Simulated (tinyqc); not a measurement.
Inside a calculation. Method: LCCD on RHF in the sto-3g basis, for H3+, spin multiplicity 1. One step of it, computed by the program tinyqc.

Question. Integrals over molecular orbitals. (pq|rs) = sum C_ip C_jq C_kr C_ls (ij|kl), one index at a time.

coefficients C:
```
            MO1        MO2        MO3
1H 1s  0.433085  -0.873808  -0.571410
2H 1s  0.433219  -0.057703   1.042544
3H 1s  0.433066   0.931557  -0.471409
```

core Hamiltonian H = T + V (hartree):
```
           1H 1s      2H 1s      3H 1s
1H 1s  -1.338084  -0.699603  -0.699096
2H 1s  -0.699603  -1.338254  -0.699542
3H 1s  -0.699096  -0.699542  -1.338061
```

Two-electron integrals (ij|kl) in chemists' order, unique and non-zero (hartree):
```
(11|11) 0.774606   (21|11) 0.227853   (21|21) 0.092028   (22|11) 0.418702
(22|21) 0.227853   (22|22) 0.774606   (31|11) 0.227646   (31|21) 0.080698
(31|22) 0.172848   (31|31) 0.091880   (32|11) 0.172920   (32|21) 0.080747
(32|22) 0.227828   (32|31) 0.080691   (32|32) 0.092010   (33|11) 0.418545
(33|21) 0.172930   (33|22) 0.418683   (33|31) 0.227646   (33|32) 0.227828
(33|33) 0.774606
```

Give: one-electron integrals over orbitals h = C^T H C; Two-electron integrals over orbitals.

Answer.

one-electron integrals over orbitals h = C^T H C (hartree):
```
        1       2       3
1  -1.540   0.000   0.000
2   0.000  -1.045   0.000
3   0.000   0.000  -1.044
```

Two-electron integrals over orbitals (pq|rs), unique and non-zero (hartree):
```
(11|11) 0.543       (21|11) -1.07e-05   (21|21) 0.146       (22|11) 0.532
(22|21) 0.017       (22|22) 0.623       (31|11) 6.38e-05    (31|22) -0.102
(31|31) 0.146       (32|21) -0.102      (32|22) -1.28e-05   (32|31) -0.017
(32|32) 0.081       (33|11) 0.532       (33|21) -0.017      (33|22) 0.461
(33|31) 0.102       (33|32) 1.28e-05    (33|33) 0.623
```
